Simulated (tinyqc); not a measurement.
# On-chip interconnect, size-dependent resistivity and RC delay: effects of single changes

A rectangular line between two neighbours and two ground planes. Surface and grain-boundary scattering are added to the bulk resistivity as corrections; capacitances are parallel-plate values without fringing; inductance is ignored.

Inputs (values chosen for the exercise); metal values close to those of copper:
- rho0 = 1.68 uohm cm (bulk resistivity)
- lam = 39.9 nm (bulk mean free path)
- ps = 0.5 (specular share of surface scattering)
- Rg = 0.33 (reflection coefficient of grain boundaries)
- gr = 1 (grain size over the metal width)
- wd = 31 nm (drawn line width)
- AR = 1.9 (aspect ratio, height over width)
- tl = 2.6 nm (liner on both walls and the bottom, not conducting)
- sp = 46 nm (space to the neighbouring lines)
- hd = 47 nm (dielectric height to the planes above and below)
- ek = 2.2 (relative permittivity of the dielectric)
- Mf = 2 (Miller factor of the neighbours)
- Lw = 18 um (line length)
- Rd = 18000 ohm (driver resistance)
- Cl = 2 fF (load capacitance)
- rho2 = 6.25 uohm cm (bulk resistivity of the second metal (close to cobalt))
- lam2 = 11.5 nm (mean free path of the second metal)
- tl2 = 0.3 nm (liner of the second metal)

Constants: eps0 = 8.8541878128e-12 F/m. Results are converted to the units shown.

Each table varies one quantity; the others keep the values above.

## Delay against the space to the neighbouring lines

Metal width x = wd - 2 tl, height y = AR wd - tl; grain boundaries (Mayadas-Shatzkes): al = (lam/(gr x)) Rg/(1 - Rg), g = 1/[1 - 3 al/2 + 3 al^2 - 3 al^3 ln(1 + 1/al)] - 1; surfaces (Fuchs-Sondheimer, thick limit): s = (3/8) lam (1 - ps)(1/x + 1/y); rho = rho0 (1 + g + s); r = rho/(x y); c = eps0 ek (2 wd/hd + 2 Mf AR wd/sp). Elmore delay tE = Rd (c Lw + Cl) + r Lw (c Lw/2 + Cl); t50 is the time at which the far end of a ladder of 30 pi sections (half capacitances at both ends, Cl at the far end, a step applied through Rd) reaches half the step; line share r Lw/(Rd + r Lw); estimate 0.69 Rd (c Lw + Cl) + 0.38 r c Lw^2 + 0.69 r Lw Cl.

The same in every row: rho (uohm cm) = 4.165; r (ohm/um) = 28.67; line share of the resistance (%) = 2.787.

Delay against the space to the neighbouring lines:
```
sp (nm)	c (fF/um)	tE (ps)	t50 (ps)	estimate (ps)
16	0.3125	139.7	97.09	96.52
22	0.2343	114.0	79.22	78.76
30	0.1787	95.75	66.52	66.13
42	0.1350	81.39	56.54	56.20
58	0.1048	71.48	49.65	49.36
80	0.08306	64.33	44.67	44.41
110	0.06742	59.19	41.10	40.86
160	0.05438	54.90	38.12	37.90
```

As sp goes from 16 to 160, r stays at 28.7 ohm/um, c falls from 0.313 to 0.0544 fF/um and t50 falls from 97.1 to 38.1 ps. t50/tE lies between 0.694 and 0.695, and the estimate is within 0.59 % of t50.

## Two metals against line width

Metal width x = wd - 2 tl, height y = AR wd - tl; grain boundaries (Mayadas-Shatzkes): al = (lam/(gr x)) Rg/(1 - Rg), g = 1/[1 - 3 al/2 + 3 al^2 - 3 al^3 ln(1 + 1/al)] - 1; surfaces (Fuchs-Sondheimer, thick limit): s = (3/8) lam (1 - ps)(1/x + 1/y); rho = rho0 (1 + g + s); r = rho/(x y). The second metal has rho2, lam2 and tl2 in place of rho0, lam and tl; ps, Rg, gr and AR are shared.

Results:
```
wd (nm)	rho, first (uohm cm)	rho, second (uohm cm)	r, first (ohm/um)	r, second (ohm/um)	ratio second/first
8	22.99	15.61	6517	1416	0.2172
10	14.34	13.66	1821	776.9	0.4266
13	9.597	11.90	556.7	393.3	0.7064
17	6.985	10.55	199.3	201.0	1.008
22	5.447	9.562	82.72	107.7	1.302
45	3.310	7.868	10.03	20.80	2.073
70	2.694	7.292	3.188	7.918	2.484
120	2.260	6.859	0.8732	2.523	2.889
```

Estimate the missing row, wd = 30 nm.

Computed row:
```
wd (nm)	rho, first (uohm cm)	rho, second (uohm cm)	r, first (ohm/um)	r, second (ohm/um)	ratio second/first
30	4.262	8.676	31.59	52.04	1.647
```

With this row back in the table: The resistivity of the first metal falls from 23.0 to 2.26 uohm cm and that of the second goes from 15.6 to 6.86 uohm cm as the line widens. The products rho0 lam, which set the size effect, are 67.0 and 71.9 uohm cm nm. The two resistances cross at wd = 16.9 nm: below it the second metal gives the lower line resistance. For widths well under the mean free path the thick-limit surface term is only a guide.

Range of the model: The metal width is under the mean free path, where the thick-limit surface term and the simple sum of corrections lose accuracy.

tinyqc, about 0.01 s, one thread, Intel Xeon 2.30GHz (shared host): `OMP_NUM_THREADS=1 python tinyqc.py 2100029 2100030 out.jsonl`
